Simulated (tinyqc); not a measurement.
MESFET, gradual channel with velocity saturation: one step of the calculation.

A uniformly doped n-type channel, depleted from the top by a Schottky gate; at channel potential V the depleted share of a is u = sqrt((Vbi - Vg + V)/Vp), s at the source. Electrons drift with v = mu E/(1 + mu E/vsat). Abrupt depletion edge, no series resistance, source at 0.

Task. Built-in and pinch-off voltages. Vbi = phiB - Vt ln(Nc/Nd); Vp = q Nd a^2/(2 eps0 eps_r); G0 = q mu Nd a W/L; Z = mu Vp/(vsat L); s = sqrt((Vbi - Vg)/Vp). VT = Vbi - Vp.

Values chosen for this exercise; material values close to those of 4H silicon carbide:
```
symbol,value,unit,meaning
T,250,K,temperature
eps_r,9.63,,relative permittivity of the semiconductor
Nc,1.28e19,cm^-3,conduction-band density of states at T
Nd,1.3e17,cm^-3,donor density of the channel
a,190,nm,channel thickness
mu,420,cm^2/(V s),low-field mobility at this doping
vsat,2.3e7,cm/s,saturation velocity
L,0.3,um,gate length
W,200,um,gate width
phiB,1.39,V,Schottky barrier
Vg,-1.9,V,gate voltage
```

Constants: q = 1.602176634e-19 C, kB = 1.380649e-23 J/K, Vt = kB T/q, eps0 = 8.8541878128e-14 F/cm where lengths are in cm. Results are converted to the units shown.

Wanted: Vbi; Vp; VT; G0; Z; s.

Result.

Vbi = 1.291 V
Vp = 4.409 V
VT = -3.118 V
G0 = 110.8 mS
Z = 2.684
s = 0.8507

Z = 2.68: velocity saturation matters.

Numbers from tinyqc (`OMP_NUM_THREADS=1 python tinyqc.py 2500142 2500143 out.jsonl`; about 0.06 s on one thread of a shared Intel Xeon 2.30GHz).
